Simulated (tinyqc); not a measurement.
Inside a calculation. Method: Jacobi rotations on a symmetric matrix. One step of it, computed by the program tinyqc.

Task: Jacobi rotation 2. Take the largest off-diagonal element A_pq; tan 2 theta = 2 A_pq / (A_qq - A_pp) with |theta| <= pi/4; A' = J^T A J with J_pp = J_qq = cos, J_pq = sin, J_qp = -sin.

A':
```
           1          2          3          4          5          6
1   0.104000   0.114398  -0.173431   0.212000  -0.117000  -0.335000
2   0.114398  -0.020542   0.000000   0.047859   0.071073  -0.013754
3  -0.173431   0.000000   0.943542  -0.112426   0.346989   0.212734
4   0.212000   0.047859  -0.112426   0.771000   0.078000   0.236000
5  -0.117000   0.071073   0.346989   0.078000   0.810000  -0.090000
6  -0.335000  -0.013754   0.212734   0.236000  -0.090000   0.987000
```

Give: p, q, theta; A'.

Result:

p, q, theta (rad): 3.0000  5.0000  -0.6903

A':
```
         1        2        3        4        5        6
1   0.1040   0.1144  -0.2082   0.2120   0.0202  -0.3350
2   0.1144  -0.0205   0.0453   0.0479   0.0548  -0.0138
3  -0.2082   0.0453   1.2301  -0.0370   0.0000   0.1067
4   0.2120   0.0479  -0.0370   0.7710   0.1317   0.2360
5   0.0202   0.0548   0.0000   0.1317   0.5234  -0.2049
6  -0.3350  -0.0138   0.1067   0.2360  -0.2049   0.9870
```
